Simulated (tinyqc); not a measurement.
# Electron-beam lithography: double-Gaussian proximity function, edge placement and dose correction for parallel lines, step by step

A worked calculation. Computed by tinyqc, a small Python program that keeps every step. Command: `OMP_NUM_THREADS=1 python tinyqc.py 3111760 3111761 out.jsonl proximity walk`. One thread of a shared host (Intel(R) Xeon(R) Processor @ 2.30GHz), about 0.01 s of CPU time with the checks. Intermediate numbers are printed to about 7 digits and carried at full precision; extremes and crossings named in words are read from the listed rows.

Lines are infinitely long. Absorbed energy is counted so that the middle of a very large area written at dose 1 receives 1; the resist develops where it exceeds 1/2.

Inputs (values chosen for the exercise, of the order of those for 20 keV electrons in resist on silicon):
```
quantity,value,unit
forward range alpha,0.014,micrometre
backscatter range beta,2,micrometre
backscatter ratio eta,0.9,-
base dose D0,340,microcoulomb/cm^2
beam current,4.5,nA
pixel size,4,nm
width of the test line,0.16,micrometre
pattern density around the test line,0.61,-
```

line widths (micrometre): [0.043, 0.58, 0.034, 0.92]

gaps between the lines (micrometre): [0.64, 0.13, 0.22]

Constants: e = 1.602176634e-19 C.

## Layout

The first line starts at x = 0; each next one starts after the width and the gap.

Lines (micrometre):
```
line,left edge,right edge,centre
1,0.000,0.043,0.0215
2,0.683,1.263,0.9730
3,1.393,1.427,1.4100
4,1.647,2.567,2.1070
```

## Interaction matrix

f(r) = [exp(-r^2/alpha^2)/alpha^2 + eta exp(-r^2/beta^2)/beta^2]/(pi (1 + eta)). A line from a to b at dose d gives E(x) = d [S(alpha) + eta S(beta)]/(1 + eta), S(s) = [erf((b - x)/s) - erf((a - x)/s)]/2. M_ij is the mean of E at the two edges of line i from line j at dose 1.

M:
```
,1,2,3,4
1,0.2688991,0.0615632,0.0028057,0.0422863
2,0.0045293,0.3385408,0.0042497,0.0878865
3,0.0035484,0.0734182,0.2675445,0.1074313
4,0.0020527,0.0549734,0.0038654,0.3779447
```

## Dose correction

Uncorrected edge energies are M 1. Solve M d = 1/2 for the doses d that put the mean edge energy of every line at the threshold.

edge energies at dose 1: 1 0.3755543, 2 0.4352064, 3 0.4519423, 4 0.4388362

corrected doses: 1 1.406221, 2 1.149383, 3 1.078193, 4 1.137098

largest over smallest dose = 1.304238

Line 1 needs the most and line 3 the least; a narrow isolated line much wider than alpha would need 1 + eta = 1.90.

## Printed widths

Edges are the roots of E(x) = 1/2 between a line centre and the middle of the next gap. Three cases: dose 1 everywhere; one common dose equal to the mean of d; the corrected doses.

Width error, printed less drawn (nm):
```
line,drawn width (nm),dose 1,mean dose,corrected
1,43,-12.52705,-4.146637,0.000339
2,580,-6.21588,1.514665,0.002579
3,34,-4.59118,3.105712,0.000025
4,920,-5.85734,1.857954,0.002194
```

With the common mean dose the errors span 7.3 nm. With corrected doses the largest error is below 0.01 nm.

## Dose to size and latitude

A test line of width w << beta in surroundings of density rho, all at dose d: near its edge E(x) = d [S + eta rho]/(1 + eta), S = [erf((b - x)/alpha) - erf((a - x)/alpha)]/2 for edges a and b, the second term being the background energy. Dose to size d_s = (1 + eta)/(erf(w/alpha) + 2 eta rho), dose = d_s D0; edge slope d [1 - exp(-w^2/alpha^2)]/(sqrt(pi) alpha (1 + eta)); width change per 1 % of dose = 2 x 0.01 x (1/2)/slope.

dose to size d_s = 0.9056244

dose = 307.9123 microcoulomb/cm^2

edge slope = 0.01920842 1/nm

width change per 1 % of dose = 0.5206051 nm

background energy = 0.2616778

The background supplies 52 % of the threshold.

## Shot noise and writing time

With dose = d_s D0: electrons per pixel N = dose x pixel area/e; relative noise 1/sqrt(N); time per cm^2 of pattern area = dose x density/current; pixel rate = current/(dose x pixel area).

electrons per pixel = 307.4940

shot noise = 5.702715 %

writing time per cm^2 = 11.59423 h

pixel rate = 91.34094 MHz

Checks made by the program: corrected edge energies (relative difference below 1e-10).
